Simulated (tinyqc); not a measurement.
Classical nucleation, growth and JMAK kinetics of crystallisation from a melt or glass: one step, computed by the program tinyqc. Command: `OMP_NUM_THREADS=1 python tinyqc.py 3018702 3018703 out.jsonl nucl walk`. One thread of a shared host (Intel(R) Xeon(R) Processor @ 2.30GHz), about 0.01 s of CPU time with the checks.

A spherical nucleus cap on a flat wall with a sharp interface of isotropic energy gamma; lambda = Omega^(1/3) is the jump distance.

Problem. Steady nucleation rate. Driving force per volume: dG = H [(T_m - T)/T_m] [2 T/(T_m + T)]. Shape factor f = (2 + cos theta)(1 - cos theta)^2/4. W(r) = f [4 pi r^2 gamma - (4/3) pi r^3 dG]; r* = 2 gamma/dG; W* = f 16 pi gamma^3/(3 dG^2); n* = f (4/3) pi r*^3/Omega. D = D0 exp(-Q/(k_B T)); attachment rate k+ = (A*/lambda^2) D/lambda^2 with A* = 2 pi r*^2 (1 - cos theta); Zeldovich factor Z = sqrt(W*/(3 pi k_B T))/n*; sites per volume N = S_v/lambda^2; I = N Z k+ exp(-W*/(k_B T)); lag time = 1/(4 pi Z^2 k+).

Inputs (values chosen for the exercise, for a model substance):
```
quantity                        value        unit
melting point T_m                 950           K
heat of melting per volume H      644      J/cm^3
interface energy gamma         0.0878       J/m^2
atomic volume Omega              22.2  angstrom^3
temperature T                     714           K
diffusion prefactor D0        3.6e-05       m^2/s
activation energy Q              1.37          eV
contact angle theta                50     degrees
wall area per volume S_v        5e+07         1/m
```

Nucleation: on a flat wall. Driving force: Thompson-Spaepen.

Constants: k_B = 8.617333262e-05 eV/K; k_B = 1.380649e-23 J/K.

Give: diffusivity D; attachment rate k+; Zeldovich factor Z; sites N; nucleation rate I; lag time.

Solution.

diffusivity D = 7.694e-15 m^2/s

attachment rate k+ = 4.528e+06 1/s

Zeldovich factor Z = 0.02220

sites N = 6.330e+26 1/m^3

nucleation rate I = 3.707e+29 1/(m^3 s)

lag time = 3.566e-05 s
